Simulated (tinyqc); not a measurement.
Three-phonon processes in a diatomic chain: dispersion, energy and momentum conservation, and decay channels of optical phonons: one step, computed by the program tinyqc.

Cell length a, two atoms, one spring constant. x = q a/pi runs from -1 to 1; A and O are the acoustic and optical branches. Matrix elements are not computed: only conservation laws and occupation factors are followed.

Problem. Band edges. omega^2 = k (1/m + 1/M) -/+ k sqrt((1/m + 1/M)^2 - 4 sin^2(pi x/2)/(m M)); nu = 15.6333042 THz x sqrt(omega^2) for eV/(angstrom^2 u). Acoustic top sqrt(2 k/M), optical bottom sqrt(2 k/m), optical top sqrt(2 k (1/m + 1/M)).

Inputs (values chosen for the exercise, for a model chain): light mass m = 31 u; heavy mass M = 70.1 u; spring constant k = 4.1 eV/angstrom^2.

Constants: nu for 1 eV/(angstrom^2 u) = 15.6333042 THz.

Give: acoustic top; optical bottom; optical top; optical top over twice the acoustic top; optical bottom over twice the acoustic top; optical width over acoustic top.

Solution.

acoustic top = 5.347 THz

optical bottom = 8.040 THz

optical top = 9.656 THz

optical top over twice the acoustic top = 0.9030

optical bottom over twice the acoustic top = 0.7519

optical width over acoustic top = 0.3021

The zone-centre optical phonon can decay into two acoustic ones: this needs M/m <= 3.
